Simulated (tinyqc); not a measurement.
Changing the temperature T: mobility of a non-polar semiconductor in the relaxation-time approximation. Computed by tinyqc, a small Python program. Command: `OMP_NUM_THREADS=1 python tinyqc.py 3023283 3023284 out.jsonl rta sweep`. One thread of a shared host (Intel(R) Xeon(R) Processor @ 2.30GHz), about 0.04 s of CPU time with the checks.

Each valley is treated as a sphere of mass m_d for states and rates, with one isotropic relaxation time; the conductivity mass m_c sets the current.

Inputs (values chosen for the exercise, modelled on electrons in germanium): longitudinal mass m_l = 1.55 m_0; transverse mass m_t = 0.0843 m_0; equivalent valleys Z = 4; static permittivity eps_s = 16; density rho = 5323 kg/m^3; sound velocity v_l = 5470 m/s; acoustic deformation potential D_A = 12 eV; phonon energy hbar w = 32.2 meV; optical or intervalley deformation potential D_o = 4.9 1e8 eV/cm; final valleys Z_f = 3; carrier density n = 5.3e+14 1/cm^3; compensation ratio C = 0.

Band: parabolic. Impurity formula: Conwell-Weisskopf. Further scattering: none.

Constants: k_B = 8.617333262e-05 eV/K; m_0 = 9.1093837015e-31 kg; e = 1.602176634e-19 C; hbar = 1.054571817e-34 J s; eps_0 = 8.8541878128e-12 F/m; k_B = 1.380649e-23 J/K; hbar = 6.582119569e-16 eV s.

Method:
- m_d = (m_l m_t^2)^(1/3); 1/m_c = (1/m_l + 2/m_t)/3; Hall mass factor A = 3 K_m (K_m + 2)/(2 K_m + 1)^2, K_m = m_l/m_t; N_I = n (1 + C)/(1 - C).
- Parabolic band: E = hbar^2 k^2/(2 m), speed v = hbar k/m, states per spin, volume and energy g(E) = m k/(2 pi^2 hbar^2). Here m = m_d. Masses are multiplied by m_0 and all formulas are in SI units.
- The reduced Fermi level eta = E_F/(k_B T) solves n = 2 Z int g f dE with f = 1/(1 + exp(x - eta)) (Z = 1 unless valleys are given); screening length L_s = sqrt(eps_s eps_0 k_B T/(e^2 dn/deta)), dn/deta = 2 Z int g f (1 - f) dE.
- Integrals over x = E/(k_B T) use 160 Gauss-Legendre points in u = sqrt(x) from 0 to sqrt(max(eta, 0) + 32).
- Phonon occupation N_q = 1/(exp(hbar w/(k_B T)) - 1).
- Acoustic deformation potential (elastic, equipartition, absorption and emission together): 1/tau = 2 pi k_B T D_A^2 g(E)/(hbar rho v_l^2).
- Optical or intervalley deformation potential: 1/tau = (pi Z_f D_o^2/(rho w)) [N_q g(E + hbar w) + (N_q + 1) g(E - hbar w)], with g = 0 below the band edge.
- Each optical term is multiplied by (1 - f(E'))/(1 - f(E)), E' the final energy, for Pauli blocking.
- Singly charged impurities, momentum relaxation: 1/tau = N_I e^4 m (1 + 2 alpha E) Phi/(8 pi (eps_s eps_0)^2 hbar^3 k^3), with alpha = 0 for a parabolic band.
- Conwell-Weisskopf: Phi = ln(1 + y^2), y = 4 pi eps_s eps_0 E N_I^(-1/3)/e^2 (largest impact parameter N_I^(-1/3)/2).
- mu = (m_d/m_c) (2 Z e/(3 n k_B T)) int g v^2 tau f (1 - f) dE.
- Averages over x are split at the emission threshold x_0 = hbar w/(k_B T): 64 Gauss-Legendre points in sqrt(x) below it and 128 in sqrt(x - x_0) above it, up to x = max(eta, 0) + 32.
- Rates are added at each energy before the average. With <y> = int g v^2 y f (1 - f) dE: Hall factor r_H = A (3 n k_B T/(2 Z m_d)) <tau^2/(1 + 2 alpha E)>/<tau>^2 (alpha = 0 for a parabolic band); Hall mobility r_H mu; |S| = (k_B/e) (<x tau>/<tau> - eta); resistivity 1/(n e mu).
- Matthiessen's rule adds 1/mu of the separate processes.

One run for each value; columns: (1) temperature T (K); (2) drift mobility mu (cm^2/(V s)); (3) acoustic mobility (cm^2/(V s)); (4) ionised impurity mobility (cm^2/(V s)); (5) optical mobility (cm^2/(V s)); (6) Hall factor r_H; (7) excess of Matthiessen's rule over the full mu (%):
```
(1)    (2)    (3)        (4)        (5)     (6)    (7)
60   43736  58478  4.544e+05  6.750e+06  0.8108  17.56
79   31304  38707  6.289e+05  1.370e+06  0.8387  13.46
100  22351  27179  8.359e+05  4.444e+05  0.8711  11.18
140  13048  16408  1.265e+06  1.171e+05  0.9193   9.06
180   8542  11255  1.732e+06  5.108e+04  0.9478   7.40
230   5638   7792  2.363e+06  2.548e+04  0.9653   5.58
310   3425   4980  3.464e+06  1.236e+04  0.9737   3.53
410   2172   3274  4.974e+06  6.887e+03  0.9727   2.11
530   1443   2228  6.954e+06  4.247e+03  0.9677   1.25
700    934   1468  1.003e+07  2.615e+03  0.9607   0.69
```

Over the rows, drift mobility mu (cm^2/(V s)) falls from 43700 to 934 (exponent d ln y / d ln x -1.2 between the first rows and -1.6 between the last); acoustic mobility (cm^2/(V s)) falls from 58500 to 1470 (exponent d ln y / d ln x about -1.5 throughout); ionised impurity mobility (cm^2/(V s)) rises from 454000 to 1.00e7 (exponent d ln y / d ln x 1.2 between the first rows and 1.3 between the last). The exponent of acoustic mobility stays at -1.5: the T^(-3/2) law of acoustic scattering in a classical gas. The lowest separate mobility among these three is acoustic from 60.0 to 700 K. Matthiessen's rule errs most, by 18 %, at 60.0 K.

Caution (rows 60.0, 79.0, 100): n is taken as given; at low temperature (in diamond even at 300 K) real dopants can freeze out, which changes n and N_I.

Extremes, crossings and ranges named in words are read from the listed rows.
